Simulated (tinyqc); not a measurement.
# Octagonal on-chip spiral inductor, lumped pi model: what changes with what

Outer diameter do = di + 2 n wd + 2 (n - 1) sp, mean da = (do + di)/2, fill p = (do - di)/(do + di), length l = 3.314 n da. L = 2.25 mu0 n^2 da/(1 + 3.55 p), mu0 = 4 pi 1e-7 H/m. Rs = rho l/(wd delta (1 - exp(-th/delta))), delta = sqrt(rho/(pi f mu0)). Cs = n wd^2 eps0 eo/hu across the coil. At each end Cox = l wd eps0 eo/(2 ho) leads to the substrate branch Rsi = 2 rs he/(l wd) in parallel with Csi = l wd eps0 11.7/(2 he). With one end grounded Y = 1/(Rs + i w L) + i w Cs + 1/[1/(i w Cox) + 1/(1/Rsi + i w Csi)], w = 2 pi f; Q = -Im Y/Re Y. Eddy currents in neighbouring turns and in the substrate are left out.

Values chosen for this exercise; values of the order met in silicon radio-frequency processes: number of turns n = 1.5; line width wd = 6 um; space between turns sp = 3 um; inner diameter di = 60 um; metal thickness th = 2 um; metal resistivity rho = 2.2 uohm cm; oxide below the coil ho = 4.8 um; oxide between coil and underpass hu = 1.3 um; relative permittivity of the oxide eo = 3.9; substrate resistivity rs = 10 ohm cm; effective spreading depth in the substrate he = 30 um; frequency f = 1 GHz.

Constants: eps0 = 8.8541878128e-12 F/m. Results are converted to the units shown.

Each table varies one quantity; the others keep the values above.

## Quality factor against frequency

Apparent inductance Im(1/Y)/w; share of the loss Re(substrate branch)/Re Y.

Results:

| f (GHz) | Rs (ohm) | w L/Rs | Q | apparent inductance (nH) | loss in the substrate (%) |
|---|---|---|---|---|---|
| 2.5 | 1.166 | 3.952 | 3.947 | 0.2935 | 0.06231 |
| 4.1 | 1.344 | 5.624 | 5.600 | 0.2937 | 0.2824 |
| 6.6 | 1.577 | 7.713 | 7.616 | 0.2941 | 0.9630 |
| 11 | 1.921 | 10.56 | 10.19 | 0.2952 | 2.787 |
| 18 | 2.375 | 13.97 | 12.86 | 0.2979 | 6.477 |
| 47 | 3.743 | 23.15 | 15.79 | 0.3257 | 24.12 |
| 77 | 4.779 | 29.70 | 12.99 | 0.3993 | 40.21 |
| 130 | 6.207 | 38.61 | 3.692 | 1.154 | 59.66 |

Estimate the missing row, f = 29 GHz.

Computed row:

| f (GHz) | Rs (ohm) | w L/Rs | Q | apparent inductance (nH) | loss in the substrate (%) |
|---|---|---|---|---|---|
| 29 | 2.962 | 18.05 | 15.07 | 0.3050 | 13.07 |

With this row back in the table: Q goes from 3.95 through a maximum of 15.8 (at f = 47 GHz among the rows listed) to 3.69; the exact peak is 15.8 at 42.7 GHz and Q reaches zero at the self-resonance, 149 GHz. The share of the substrate rises from 0.0623 to 59.7 %, and the apparent inductance ends at 3.93 times L. At the peak the substrate takes 21.6 % of the loss. For f = 77, 130 the coil is longer than 0.15 of a wavelength in the oxide, where one lumped section is rough.

## Effect of the line width

Same model as above.

Peak Q and its frequency from a search over f; self-resonance where Im Y = 0; Q at the given f (negative beyond resonance).

Effect of the line width:

| wd (um) | L (nH) | do (um) | peak Q | f of the peak (GHz) | self-resonance (GHz) | Q at f |
|---|---|---|---|---|---|---|
| 2 | 0.3289 | 69.00 | 10.70 | 105.5 | 291.0 | 0.7902 |
| 4 | 0.3079 | 75.00 | 14.09 | 60.81 | 193.0 | 1.414 |
| 6 | 0.2934 | 81.00 | 15.85 | 42.75 | 148.9 | 1.935 |
| 9 | 0.2790 | 90.00 | 17.27 | 29.46 | 112.6 | 2.594 |
| 13 | 0.2683 | 102.0 | 18.19 | 20.60 | 85.59 | 3.336 |
| 18 | 0.2627 | 117.0 | 18.70 | 14.70 | 65.81 | 4.138 |
| 25 | 0.2626 | 138.0 | 19.01 | 10.22 | 49.38 | 5.133 |

As wd goes from 2 to 25, L falls from 0.329 to 0.263 nH, the peak Q rises from 10.7 to 19.0, its frequency falls from 106 to 10.2 GHz and the self-resonance falls from 291 to 49.4 GHz.

tinyqc, about 0.01 s, one thread, Intel Xeon 2.30GHz (shared host): `OMP_NUM_THREADS=1 python tinyqc.py 2302103 2302104 out.jsonl`
